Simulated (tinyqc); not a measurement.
Oscillation of the Fermi level: Landau levels of massive Dirac electrons in two valleys.

H = hv (tau kx sx + ky sy) + (D/2) sz. Conduction levels E_N = sqrt(D^2/4 + 2N hv^2/l^2) - D/2 from the band edge; N = 1, 2, ... occur in both valleys, N = 0 in one valley only (its partner in the other valley lies at the valence edge). Each state is twofold in spin; spin splittings are left out, although in real dichalcogenides the spin-orbit splitting exceeds the level spacing and changes the filling sequence.

In a field B along z: l = 1/sqrt((e/hbar) B) is the magnetic length, n_B = B/(h/e) the number of states per area in one level, hbar wc = 2 muB B/m for mass m in m0; 1/angstrom^2 = 1e16/cm^2.

Level 0 takes 2 n_B electrons and each higher level 4 n_B. At zero temperature and without broadening EF sits in the partly filled level.

Constants: e/hbar = 1.519267448e-05 1/(T angstrom^2); h/e = 413566.7697 T angstrom^2; muB = 5.788381798e-05 eV/T.

Values chosen for the exercise (near those of a MoS2 monolayer; not measured data): hv = 3.6 eV angstrom (hbar v); D = 1.74 eV (gap); n = 11 x 1e11/cm^2 (electron sheet density); Bo = (2.1, 2.37, 2.73, 3.21, 3.9, 4.98, 6.87, 11.1, 28.4) T (fields).

Fixed density, zero temperature, no broadening. At B = 0, EF = sqrt(D^2/4 + hv^2 pi n) - D/2.

Filling:

| B (T) | nu | partly filled level | EF (meV) | filled share |
|---|---|---|---|---|
| 2.10 | 21.66 | 5 | 2.37 | 0.92 |
| 2.37 | 19.20 | 5 | 2.68 | 0.30 |
| 2.73 | 16.66 | 4 | 2.47 | 0.67 |
| 3.21 | 14.17 | 4 | 2.90 | 0.04 |
| 3.90 | 11.66 | 3 | 2.64 | 0.42 |
| 4.98 | 9.14 | 2 | 2.25 | 0.78 |
| 6.87 | 6.62 | 2 | 3.10 | 0.16 |
| 11.1 | 4.10 | 1 | 2.51 | 0.52 |
| 28.4 | 1.60 | 0 | 0.00 | 0.80 |

EF at B = 0 = 2.57 meV

EF runs between 0.0 and 3.1 meV around its zero-field value of 2.6 meV. It follows a level while that level empties and falls to the next one down when nu passes a filled shell; the partly filled level changes 5 times in this table.

Program tinyqc; command `OMP_NUM_THREADS=1 python tinyqc.py 1251119 1251120 out.jsonl`; about 0.01 s on one thread of a shared Intel(R) Xeon(R) Processor @ 2.30GHz.
